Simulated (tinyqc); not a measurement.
# Superjunction drift layer against a plain one, charge balance: effects of single changes

Alternating n and p pillars of equal width wp, doping N and length Lp. When depleted, the lateral field peaks at Ex = q N wp/(2 eps0 eps_r) at the pillar junctions and a uniform vertical field Ey is added; breakdown is taken where Ex^2 + Ey^2 = Ef^2. Only the n pillars conduct, narrowed by the zero-bias depletion. A first-order model: the field peaks at the pillar ends are left out.

Values chosen for this exercise; values close to those of silicon:

| symbol | value | unit | meaning |
|---|---|---|---|
| eps_r | 11.8 |  | relative permittivity of the semiconductor |
| E16 | 0.397 | MV/cm | critical field at a doping of 1e16 cm^-3 |
| mx | 1360 | cm^2/(V s) | mobility at low doping |
| mi | 91.9 | cm^2/(V s) | mobility at high doping |
| Nr | 1.3e17 | cm^-3 | reference doping of the mobility |
| BV | 760 | V | wanted breakdown voltage |
| wp | 1 | um | width of each pillar |
| Ef | 0.3 | MV/cm | critical field inside the pillars |
| a | 0.8 |  | lateral peak field as a share of Ef |
| Vb | 0.8 | V | built-in voltage of the pillar junctions |
| dl | 6.2 | % | charge imbalance (Nn - Np)/N |

Constants: q = 1.602176634e-19 C, eps0 = 8.8541878128e-14 F/cm where lengths are in cm. Results are converted to the units shown.

Each table varies one quantity; the others keep the values above.

## Effect of the wanted breakdown voltage

Ec(N) = E16 (N/1e16 cm^-3)^(1/8), mu(N) = mi + (mx - mi)/(1 + (N/Nr)^0.9). Plain drift layer for BV: N solves BV = eps0 eps_r Ec(N)^2/(2 q N), W = 2 BV/Ec, Rsp = W/(q mu N). Ex = a Ef gives N = 2 eps0 eps_r a Ef/(q wp); Ey = Ef sqrt(1 - a^2); Lp = BV/Ey; xd = sqrt(eps0 eps_r Vb/(q N)) on each side; Rsp = 2 Lp/(q mu(N) N (1 - 2 xd/wp)). An imbalance dl leaves the mean net doping |dl| N/2, which tilts the vertical field by s = q |dl| N/(2 eps0 eps_r): BV(dl) = Ey Lp - s Lp^2/2, or Ey^2/(2 s) if the field reaches zero inside the pillar.

The same in every row: N (cm^-3) = 3.130e16.

Effect of the wanted breakdown voltage:
```
BV (V)	Lp (um)	Rsp, pillars (mohm cm^2)	Rsp, plain (mohm cm^2)	BV(dl) (V)
75	4.167	0.2066	0.3237	62.08
110	6.111	0.3030	0.8260	82.21
170	9.444	0.4682	2.417	103.6
260	14.44	0.7161	6.931	108.9
390	21.67	1.074	19.00	108.9
590	32.78	1.625	53.33	108.9
890	49.44	2.451	148.8	108.9
1400	77.78	3.856	461.1	108.9
```

What does the table show?

As BV goes from 75 to 1400 V, Rsp of the pillars rises from 0.207 to 3.86 mohm cm^2 and BV with the imbalance rises from 62.1 to 109 V. Rsp goes as BV^(1.00) for the pillars and BV^(2.48) for the plain layer; the pillars win in 8 of the 8 rows. For BV = 590 to 1400 V the aspect ratio passes 30, which is hard to make.

## Effect of the width of each pillar

Same model as above.

The same in every row: Lp (um) = 42.222; Rsp, plain (mohm cm^2) = 100.30.

Effect of the width of each pillar:
```
wp (um)	N (cm^-3)	Rsp, pillars (mohm cm^2)	BV(dl) (V)
0.12	2.6084e17	1.4873	13.065
0.2	1.5651e17	1.1837	21.774
0.31	1.0097e17	1.2202	33.750
0.49	6.3880e16	1.4178	53.347
0.77	4.0651e16	1.7830	83.831
1.2	2.6084e16	2.3643	130.65
1.9	1.6474e16	3.3108	206.85
3	1.0434e16	4.7825	326.61
```

What does the comparison show?

As wp goes from 0.12 to 3 um, Rsp of the pillars goes from 1.49 through a minimum of 1.18 (at wp = 0.2 um among the rows listed) to 4.78 mohm cm^2 and BV with the imbalance rises from 13.1 to 327 V. Narrow pillars allow more doping and so less resistance, but the same relative imbalance then leaves more net charge. At the narrow end falling mobility and the depleted edges undo the gain. For wp = 0.12 to 1.2 um the aspect ratio passes 30, which is hard to make. For wp = 0.12 to 0.31 um the zero-bias depletion takes over 40 % of the pillar, and the on-state voltage would narrow it further.

## Effect of the lateral peak field as a share of Ef

Same model as above.

The same in every row: Rsp, plain (mohm cm^2) = 100.30.

Effect of the lateral peak field as a share of Ef:
```
a	N (cm^-3)	Lp (um)	Rsp, pillars (mohm cm^2)	BV(dl) (V)
0.3	1.1738e16	26.557	3.9720	563.24
0.39	1.5259e16	27.512	2.9786	485.47
0.48	1.8781e16	28.878	2.4590	387.74
0.57	2.2302e16	30.832	2.1722	286.54
0.66	2.5824e16	33.721	2.0335	206.89
0.75	2.9345e16	38.300	2.0257	141.13
0.84	3.2866e16	46.690	2.2056	84.793
0.93	3.6388e16	68.923	2.9494	35.146
```

What does the comparison show?

As a goes from 0.3 to 0.93, Rsp of the pillars goes from 3.97 through a minimum of 2.03 (at a = 0.75 among the rows listed) to 2.95 mohm cm^2 and BV with the imbalance falls from 563 to 35.1 V. With constant mobility and no depleted edge the minimum of Rsp lies at a = 0.707; a smaller a gives up a little resistance for tolerance. For a = 0.57 to 0.93 the aspect ratio passes 30, which is hard to make. At a = 0.3 the zero-bias depletion takes over 40 % of the pillar, and the on-state voltage would narrow it further.

Program tinyqc, `OMP_NUM_THREADS=1 python tinyqc.py 2590045 2590046 out.jsonl`; Intel Xeon 2.30GHz, shared host, one thread, about 0.01 s.
